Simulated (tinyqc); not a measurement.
# Long-channel MOSFET, surface-potential model: several studies

n-channel transistor on a uniformly doped p-type body, gradual-channel approximation, constant mobility, Boltzmann statistics, full ionisation. Potentials are counted from the neutral body; V is the electron quasi-Fermi potential, Vsb at the source and Vsb + Vds at the drain. Charges are magnitudes per area.

Parameters, values chosen for the exercise; material values close to those of 4H silicon carbide:
```
symbol,value,unit,meaning
T,400,K,temperature
Eg,3.22,eV,band gap
eps_r,9.81,,relative permittivity of the semiconductor
Nc,2.59e19,cm^-3,conduction-band density of states at T
Nv,3.85e19,cm^-3,valence-band density of states at T
Na,2.1e16,cm^-3,acceptor density of the body
eox,7.31,,relative permittivity of the gate insulator
tox,4.3,nm,insulator thickness
Vfb,-1.44,V,flat-band voltage
mu,660,cm^2/(V s),channel mobility
W,2,um,gate width
L,5,um,gate length
Vsb,0,V,source-body reverse bias
Vgs,1.52,V,gate-source voltage
Vds,0.5,V,drain-source voltage
```

Constants: q = 1.602176634e-19 C, kB = 1.380649e-23 J/K, Vt = kB T/q, eps0 = 8.8541878128e-14 F/cm where lengths are in cm. Results are converted to the units shown.

Each table varies one quantity; the others keep the values above.

## Transfer curve from weak to strong inversion

ni = sqrt(Nc Nv) exp(-Eg/(2 Vt)), Eg in volts; phiF = Vt ln(Na/ni); Cox = eps0 eox/tox; gamma = sqrt(2 q eps0 eps_r Na)/Cox. The surface potential psi at channel potential V solves Vgs + Vsb - Vfb - psi = gamma sqrt(G), G = psi - Vt + Vt exp((psi - 2 phiF - V)/Vt). Charge sheet: Qi = Cox gamma [sqrt(G) - sqrt(psi - Vt)]; I = mu (W/L) [integral of Qi dpsi from psi_0 to psi_L (drift) + Vt (Qi0 - QiL) (diffusion)], with psi_0 at V = Vsb and psi_L at V = Vsb + Vds. Pao-Sah: Qi(V) = (Cox gamma/2) integral from 3 Vt to psi of exp((u - 2 phiF - V)/Vt)/sqrt(G(u, V)) du, and I = mu (W/L) integral of Qi dV from Vsb to Vsb + Vds. Square law: VT = Vfb + 2 phiF + gamma sqrt(2 phiF + Vsb), m = 1 + gamma/(2 sqrt(2 phiF + Vsb)), I = mu Cox (W/L) [(Vgs - VT) v - m v^2/2] with v the smaller of Vds and (Vgs - VT)/m, and zero below VT. gm = dI/dVgs of the charge-sheet current.

Transfer curve from weak to strong inversion:
```
Vgs (V)  I, charge sheet (uA)  I, Pao-Sah (uA)  drift share (%)  gm/I (1/V)  I, square law (uA)
1.16                 2.599e-5         2.618e-5         0.002709       28.35                   0
1.33                 0.003215         0.003239           0.3330       28.25                   0
1.51                   0.3500           0.3665            22.14       20.79               4.440
1.69                    4.547            4.962            63.44       9.559               21.39
1.86                    15.96            17.31            78.35       5.772               49.04
2.04                    37.22            39.91            86.09       3.773               84.80
2.21                    63.18            66.97            90.75       2.563               118.6
2.38                    91.67            96.21            93.30       1.879               152.3
2.56                    123.3            128.3            94.87       1.448               188.1
```

The charge-sheet current rises from 2.60e-5 to 123 uA. In the first row gm/I is 28.4 1/V, a swing of 81.2 mV a decade, against Vt ln 10 = 79.4 mV a decade for an ideal gate; in the last it is 1.45 1/V. Drift passes half of the current at Vgs = 1.69 V among the rows listed (VT = 1.36 V). The charge sheet departs most from Pao-Sah at Vgs = 1.69 V, where it is 8.4 % below it. In the last row the square law is 47 % above Pao-Sah. For Vgs = 1.69 to 2.56 V the surface electron density at the source passes 0.3 Nc, where degeneracy and quantisation, left out here, matter.

## Effect of the source-body reverse bias

VT = Vfb + 2 phiF + gamma sqrt(2 phiF + Vsb), m = 1 + gamma/(2 sqrt(2 phiF + Vsb)). The swing is 20 mV/log10[I(VT - 0.14 V)/I(VT - 0.16 V)] of the charge-sheet current at the given Vds.

The same in every row: gamma (V^0.5) = 0.05079.

Results:
```
Vsb (V)  VT (V)      m  swing (mV/decade)  I at Vgs, Vds (uA)
0         1.359  1.015              81.20              0.4289
0.5       1.367  1.014              81.00              0.3512
0.75      1.370  1.014              80.92              0.3188
1         1.374  1.013              80.85              0.2900
1.25      1.377  1.013              80.78              0.2642
1.5       1.380  1.012              80.73              0.2411
```

Estimate the missing row, Vsb = 0.25 V.

Computed row:
```
Vsb (V)  VT (V)      m  swing (mV/decade)  I at Vgs, Vds (uA)
0.25      1.363  1.015              81.09              0.3877
```

With this row back in the table: As Vsb goes from 0 to 1.5 V, VT rises from 1.36 to 1.38 V, the swing falls from 81.2 to 80.7 mV a decade and the current falls from 0.429 to 0.241 uA. The swing is 0.75 % above m Vt ln 10 in the first row and 0.47 % above it in the last.

## Effect of the insulator thickness

Same model as above.

Effect of the insulator thickness:
```
tox (nm)  gamma (V^0.5)  VT (V)      m  swing (mV/decade)  I at Vgs, Vds (uA)
1.4             0.01654   1.303  1.005              80.33               1.599
1.9             0.02244   1.313  1.007              80.48               1.259
2.6             0.03071   1.326  1.009              80.69              0.9141
3.5             0.04134   1.344  1.013              80.96              0.6118
4.7             0.05552   1.367  1.017              81.32              0.3588
6.4             0.07560   1.400  1.023              81.83              0.1648
8.6              0.1016   1.443  1.031              82.48             0.05686
```

Read the table: what changes, and by how much?

As tox goes from 1.4 to 8.6 nm, VT rises from 1.30 to 1.44 V, the swing rises from 80.3 to 82.5 mV a decade and the current falls from 1.60 to 0.0569 uA. The swing is 0.71 % above m Vt ln 10 in the first row and 0.82 % above it in the last.

Numbers from tinyqc (`OMP_NUM_THREADS=1 python tinyqc.py 2360080 2360081 out.jsonl`; about 0.04 s on one thread of a shared Intel Xeon 2.30GHz).
